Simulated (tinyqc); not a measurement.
## MOS inversion layer, Poisson-Schroedinger loop: effect of the temperature

Electrons confined at an insulator interface at z = 0, treated as a hard wall; parabolic valleys, Hartree approximation, no image or exchange terms. The depletion charge lies far deeper than the electrons and gives a uniform field q Nd/(eps0 eps_r); the gate balances all charge. Energies are counted from the band edge at the interface.

Schroedinger equation -(C/mz) psi'' + (V0 + U + dE for set B) psi = E psi, C = hbar^2/(2 m0), psi(0) = 0, on a uniform mesh of 800 nodes with a far wall at 25 nm, 8 levels a set; V0 = q Nd z/(eps0 eps_r); dU/dz = q (Ns - integral of n from 0 to z)/(eps0 eps_r), U(0) = 0; N_k = g md m0 q Vt/(pi hbar^2) ln(1 + exp((EF - E_k)/Vt)), g the number of valleys of the set, sum N_k = Ns. Triangular well: E_k = a_k (C F^2/mz)^(1/3), a_1 = 2.338107, a_2 = 4.087949, C = hbar^2/(2 m0), F in eV/nm. Fang-Howard (all electrons in the lowest level of set A): b^3 = 6 (mz1/C) q (Nd + 11 Ns/32)/(eps0 eps_r), centroid 3/b, level C b^2/(4 mz1) + (3/b) q (Nd + 11 Ns/16)/(eps0 eps_r). The centroid adds 3.9 z_av/eps_r to an oxide-equivalent thickness.

Inputs (values chosen for the exercise); masses and permittivity close to those of silicon (100): relative permittivity eps_r = 11.9; mass along z of valley set A (2 valley(s)) mz1 = 0.927 m0; in-plane density-of-states mass of set A md1 = 0.192 m0; mass along z of valley set B (4 valley(s)) mz2 = 0.192 m0; in-plane density-of-states mass of set B md2 = 0.415 m0; sheet density of electrons Ns = 6.5e11 cm^-2; sheet density of depletion charge Nd = 1.4e12 cm^-2; extra shift of set B (strain) dE = 0 eV.

Constants: q = 1.602176634e-19 C, kB = 1.380649e-23 J/K, hbar = 1.054571817e-34 J s, m0 = 9.1093837015e-31 kg, Vt = kB T/q, eps0 = 8.8541878128e-14 F/cm where lengths are in cm, hbar^2/(2 m0) = 0.0380998212 eV nm^2. Results are converted to the units shown.

The same in every row: Fang-Howard centroid (nm) = 1.96.

Effect of the temperature:
```
T (K)	A1 (meV)	B1 (meV)	EF (meV)	share of A1 (%)	share of set A (%)	centroid z_av (nm)	added oxide equivalent (nm)
20	75.7	121	79.6	100	100	1.84	0.603
50	75.7	121	77.7	100	100	1.84	0.603
77	75.8	121	74.6	99.3	99.4	1.85	0.606
120	75.9	122	67.5	93.2	94.2	1.93	0.633
200	76.5	123	47.4	72.4	77.3	2.22	0.726
300	77.0	125	13.2	51.9	61.5	2.55	0.836
400	77.4	126	-27.8	39.4	52.7	2.85	0.933
500	77.6	127	-73.5	31.4	47.5	3.13	1.02
```

As T goes from 20 to 500, A1 rises from 75.7 to 77.6 meV, the share of A1 falls from 100 to 31.4 % and the centroid rises from 1.84 to 3.13 nm. EF lies more than 2 meV above A1 for T = 20. The Fang-Howard centroid is 6.3 % above the full one in the first row, where A1 holds 100 %, and 37 % below it in the last, where A1 holds 31.4 %.

Numbers from tinyqc (`OMP_NUM_THREADS=1 python tinyqc.py 2160137 2160138 out.jsonl`; about 0.7 s on one thread of a shared Intel Xeon 2.30GHz).
